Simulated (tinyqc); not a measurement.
Transient enhanced diffusion after implantation: plus-n interstitials, dissolving clusters and loss to the surface: one step, computed by the program tinyqc.

The implant leaves n Q interstitials in clusters at depth R_p. While clusters last they hold the free interstitials at a supersaturation S = C_I/C_I*; interstitials drain to the surface, and the part f_I of the dopant diffusion that uses interstitials speeds up in proportion to S.

Problem. Duration and total effect at this temperature. The clusters last tau = n Q/J. If they dissolve fully at this T, the extra budget is (D/D* - 1) D* tau.

Inputs (values chosen for the exercise, modelled on indium in silicon): implant dose Q = 1.1e+14 1/cm^2; interstitials kept per ion n = 1; anneal (peak) temperature T = 750 C.

Anneal: isothermal.

flux J = 3.094051e+10 1/(cm^2 s)

enhancement D/D* = 3606.184

equilibrium diffusivity D* = 1.613653e-18 cm^2/s

Give: duration tau; extra budget if complete.

Solution.

duration tau = 3555 s

extra budget if complete = 2.068e-11 cm^2
